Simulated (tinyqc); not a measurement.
What moves the results: thin-film optics by transfer matrices. A value that a table varies takes the place of the one given here.

Indices N = n + i k. Snell: N0 sin(theta) = N_j sin(theta_j), with Im(N_j cos theta_j) >= 0. Admittance y_j = N_j cos theta_j for s and N_j/cos theta_j for p. Phase delta_j = 2 pi N_j cos theta_j d_j/lambda. Layer matrix [[cos delta, -i sin delta/y], [-i y sin delta, cos delta]], multiplied from the top down to M. (B, C) = M (1, y_sub); r = (y0 B - C)/(y0 B + C), R = |r|^2, T = 4 Re y0 Re y_sub/|y0 B + C|^2, absorbed in the films 1 - R - T.

Ellipsometry: rho = tan(Psi) exp(i Delta) = -conj(r_p/r_s) with the r of the admittance formula, Delta in 0 to 360 degrees, so that a bare dielectric at small angles gives Delta = 180.

Inputs chosen for the exercise (indices near those of Si3N4, SiO2 on Si; not measured data): lam = 633 nm (vacuum wavelength); n0 = 1 (ambient index); n = (2.044, 1.462, 3.81) (n of Si3N4, SiO2, substrate); k = (0, 0, 0.02) (k in the same order); d = (54.3, 72.7) nm (thicknesses, top first); theta = 65 degrees (angle of incidence); pol = s (polarisation).

## Swing curve: thickness of the top film

The first entry of d takes the values listed.

Stack:

| d_1 (nm) | R | T | absorbed |
|---|---|---|---|
| 54.3 | 0.4591 | 0.5409 | 0.0000 |
| 83.1 | 0.7266 | 0.2734 | 0.0000 |
| 111.9 | 0.7837 | 0.2163 | 0.0000 |
| 140.7 | 0.7354 | 0.2646 | 0.0000 |
| 169.5 | 0.4924 | 0.5076 | 0.0000 |
| 198.3 | 0.0057 | 0.9943 | 0.0000 |
| 227.1 | 0.4599 | 0.5401 | 0.0000 |
| 255.8 | 0.7264 | 0.2736 | 0.0000 |
| 284.6 | 0.7837 | 0.2163 | 0.0000 |
| 313.4 | 0.7356 | 0.2644 | 0.0000 |
| 342.2 | 0.4932 | 0.5068 | 0.0000 |
| 371.0 | 0.0059 | 0.9941 | 0.0000 |
| 399.8 | 0.4590 | 0.5410 | 0.0000 |

How do the results move?

R swings between 0.0057 and 0.7837 on these points. The period is lambda/(2 Re(N_1 cos theta_1)) = 172.8 nm, six rows. The film does not absorb, so the swing repeats exactly. The swing ratio (max - min)/mean is 1.47.

## Angle of incidence

Both polarisations.

Stack:

| theta (degrees) | R_s | R_p | Psi | Delta |
|---|---|---|---|---|
| 0 | 0.3685 | 0.3685 | 45.00 | 180.00 |
| 15 | 0.3703 | 0.3421 | 43.87 | 182.56 |
| 30 | 0.3758 | 0.2676 | 40.16 | 191.90 |
| 45 | 0.3885 | 0.1727 | 33.70 | 214.15 |
| 55 | 0.4095 | 0.1328 | 29.66 | 242.05 |
| 60 | 0.4290 | 0.1319 | 29.01 | 260.36 |
| 65 | 0.4591 | 0.1508 | 29.82 | 279.92 |
| 70 | 0.5051 | 0.1970 | 31.99 | 298.84 |
| 75 | 0.5740 | 0.2817 | 35.01 | 316.10 |
| 80 | 0.6744 | 0.4225 | 38.36 | 331.71 |
| 85 | 0.8147 | 0.6475 | 41.72 | 346.15 |

What does this show?

R_s and R_p agree at normal incidence (0.3685). R_p is lowest at 60 degrees of those listed (0.1319), where R_s = 0.4290; the top face alone would stop reflecting p light at arctan(n/n0) = 63.9 degrees, while the layers and the substrate below set where the minimum falls. R_s rises steadily with the angle.

## Sensitivity of the reflectance

R for both polarisations. Each row changes one parameter from the base and keeps the others.

Results:

| case | R_s | R_p | T_s |
|---|---|---|---|
| base | 0.4591 | 0.1508 | 0.5409 |
| d = (59.3, 72.7) nm | 0.5331 | 0.1492 | 0.4669 |
| n = (2.085, 1.462, 3.81) | 0.5013 | 0.1488 | 0.4987 |
| k = (0, 0, 0.032) | 0.4602 | 0.1510 | 0.5398 |
| lam = 638 nm | 0.4461 | 0.1502 | 0.5539 |
| theta = 70 degrees | 0.5051 | 0.1970 | 0.4949 |

What does this show?

The largest shifts from the base row, up to three for each result and ties (the steps differ in size, so this ranks the rows, not the parameters). R_s: d +0.0740, theta +0.0460, n +0.0422. R_p: theta +0.0462, n -0.0020, d -0.0017. T_s: d -0.0740, theta -0.0460, n -0.0422.

tinyqc: `OMP_NUM_THREADS=1 python tinyqc.py 1680874 1680875 out.jsonl`; about 0.01 s, one thread, shared Intel(R) Xeon(R) Processor @ 2.30GHz.
